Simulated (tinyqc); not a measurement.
# Channels and transmission from two resistances

Problem. In a quantum Hall bar with M edge channels and a constriction of summed transmission Tc, the Hall resistance is R(2,6) = (h/q^2)/M and the longitudinal one across the constriction R(2,3) = (h/q^2)(1/Tc - 1/M). Find M and Tc.

Constants: q = 1.602176634e-19 C, h = 6.62607015e-34 J s. Results are converted to the units shown.

R(2,3) = 8.0796186 kohm
R(2,6) = 12.906404 kohm

Solution. M = (h/q^2)/R(2,6), and the sum of the two resistances is (h/q^2)/Tc.

M = 2
Tc = 1.23

Numbers from tinyqc (`OMP_NUM_THREADS=1 python tinyqc.py 2700119 2700120 out.jsonl`; about 0.01 s on one thread of a shared Intel Xeon 2.30GHz).
